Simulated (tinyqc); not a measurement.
Tight binding, honeycomb lattice, step by step. One step of it, computed by the program tinyqc.

Task: Levels at k. Diagonalise the Hermitian matrix.

H(k) at k (eV):
```
,A,B
A,1.077248,2.551341+0.339194i
B,2.551341-0.339194i,-2.252523
```

Give: eigenvalues; weights |c|^2 of the basis functions.

Result:

eigenvalues (eV): -3.6530  2.4777

weights |c|^2 of the basis functions:
```
,band 1,band 2
A,0.2284,0.7716
B,0.7716,0.2284
```
